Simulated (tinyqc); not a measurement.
Inside a calculation. Model: one-dimensional ballistic tunnel FET, two-band WKB.

Computed by the program tinyqc: `OMP_NUM_THREADS=1 python tinyqc.py 2620114 2620115 out.jsonl`, one thread of a shared Intel Xeon 2.30GHz, about 0.02 s for the whole run. Printed values are rounded.

A p-type source for x < 0 with its Fermi level at 0 and its valence edge at ds; in the channel the bands fall as D exp(-x/lam) towards their flat values, with the conduction edge at Ec = ds - dP and D = dP + Eg. The gate moves dP one to one. The drain Fermi level lies at -Vd and the drain side reflects nothing. For w = E - Ec between 0 and dP an electron crosses the gap. Two-band dispersion with equal masses m: inside the gap kappa = sqrt(m u (1 - u/Eg)/C), u the distance from a band edge, C = hbar^2/(2 m0).

Inputs (values chosen for the exercise); band and dielectric values close to those of indium arsenide:
```
symbol  value  unit                                           meaning
T         200     K                                       temperature
Eg      0.345    eV                                          band gap
m       0.026    m0              band-edge mass of the two-band model
lam       2.1    nm           screening length of the source junction
ds       0.17    eV  source valence edge above the source Fermi level
Vd        0.1     V                                        drain bias
g           1              number of degenerate subbands (spin apart)
dP       0.28    eV        tunnelling window Ev(source) - Ec(channel)
w0        0.1    eV          energy above the channel conduction edge
nc          6                                       cells of the path
nE         11                               points of the energy grid
```

Constants: q = 1.602176634e-19 C, kB = 1.380649e-23 J/K, hbar = 1.054571817e-34 J s, h = 6.62607015e-34 J s, m0 = 9.1093837015e-31 kg, Vt = kB T/q, hbar^2/(2 m0) = 0.0380998212 eV nm^2. Results are converted to the units shown.

Range of the model: Where S is below about 2 the WKB prefactor of 1 is a rough guess.

## The path through the gap by the midpoint rule

At w = w0 the path runs from xa = lam ln(D/(w + Eg)) to xb = lam ln(D/w); u(x) = w + Eg - D exp(-x/lam) is the height above the valence edge. Cut it into nc equal cells: S = 2 (cell width) times the sum of kappa at the centres.

xa = 0.713322 nm
xb = 3.84842 nm

```
cell   x (nm)    u (eV)  kappa (1/nm)
0     0.97458  0.052057      0.173678
1     1.49710  0.138613      0.237881
2     2.01961  0.206103      0.237960
3     2.54213  0.258727      0.210123
4     3.06465  0.299759      0.163783
5     3.58716  0.331752      0.093239
```

S = 1.16695

## The exponent in closed form

S(w) = 2 lam int_0^Eg kappa(u) du/(w + Eg - u) = 2 pi lam sqrt(m/(C Eg)) [w + Eg/2 - sqrt(w (w + Eg))], T(w) = exp(-S). The common triangular estimate is S = (4/3) lam sqrt(m/C) Eg^1.5/(dP + Eg) for all w.

S(w0) = 1.14220
T(w0) = 0.319117
triangular S = 0.749949

The midpoint value is 2.2 % above the closed form, and the triangular estimate 34 % below it.

## Current on a coarse grid

S(w) = 2 lam int_0^Eg kappa(u) du/(w + Eg - u) = 2 pi lam sqrt(m/(C Eg)) [w + Eg/2 - sqrt(w (w + Eg))], T(w) = exp(-S). I = g (2 q^2/h) int_0^dP T(w) [f(E) - f(E + Vd)] dw, E = ds - dP + w, f(x) = 1/(1 + exp(x/Vt)). Simpson's rule on nE equally spaced points.

```
point    w (eV)       T(w)  difference of the f
0      0.000000  0.0407160             0.357193
1      0.028000   0.161337             0.731188
2      0.056000   0.232359             0.893417
3      0.084000   0.290199             0.805381
4      0.112000   0.339198             0.468339
5      0.140000   0.381531             0.148697
6      0.168000   0.418586            0.0332930
7      0.196000   0.451346           0.00673949
8      0.224000   0.480546           0.00133484
9      0.252000   0.506752           2.63226e-4
10     0.280000   0.530411           5.18623e-5
```

I = 1.75222 uA

A converged quadrature gives 1.755 uA; this grid is 0.14 % below that.
